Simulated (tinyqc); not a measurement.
Worked calculation: tight binding, honeycomb lattice. One step of it, computed by the program tinyqc.

Task: Bloch Hamiltonian at K. H_AB = -t1 (1 + exp(-i k.a1) + exp(-i k.a2)); H_AA = delta - 2 t2 sum cos(k.b + phi), H_BB = -delta - 2 t2 sum cos(k.b - phi), b = a1, a2 - a1, -a2.

Parameters chosen for this model:
```
parameter     value                        unit
t1         1.640000                 eV, nearest
t2         0.300000       eV, second neighbours
phi        1.570000  rad, phase of t2 (Haldane)
delta             0          eV, +/- on A and B
```

k point K (fractions of the reciprocal vectors): 0.333333  0.666667

Give: H(k) at K.

Result:

H(k) at K (eV):
```
       A       B
A  1.560   0.000
B  0.000  -1.558
```
